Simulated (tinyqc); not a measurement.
Four-point probe, van der Pauw, Hall and spreading-resistance readings of a semiconductor layer: one step, computed by the program tinyqc. Command: `OMP_NUM_THREADS=1 python tinyqc.py 3114002 3114003 out.jsonl probe walk`. One thread of a shared host (Intel(R) Xeon(R) Processor @ 2.30GHz), about 0.01 s of CPU time with the checks.

The layer is uniform and ohmic; contacts are points unless a radius is given.

Question. Hall reading. V_H = r_H I B/(e n t); apparent density n/r_H; Hall mobility r_H mu; Hall angle tan = r_H mu B (SI).

Inputs (values chosen for the exercise, modelled on n-type silicon): carrier density n = 3.8e+15 1/cm^3; drift mobility mu = 1260 cm^2/(V s); layer thickness t = 440 micrometre; current I = 4 mA; magnetic field B = 0.32 T; Hall factor r_H = 1.1.

Backing of the layer: insulating.

Constants: e = 1.602176634e-19 C.

Give: Hall voltage; apparent density; Hall mobility; tangent of the Hall angle.

Answer.

Hall voltage = 5.256 mV

apparent density = 3.455e+15 1/cm^3

Hall mobility = 1386 cm^2/(V s)

tangent of the Hall angle = 0.044352
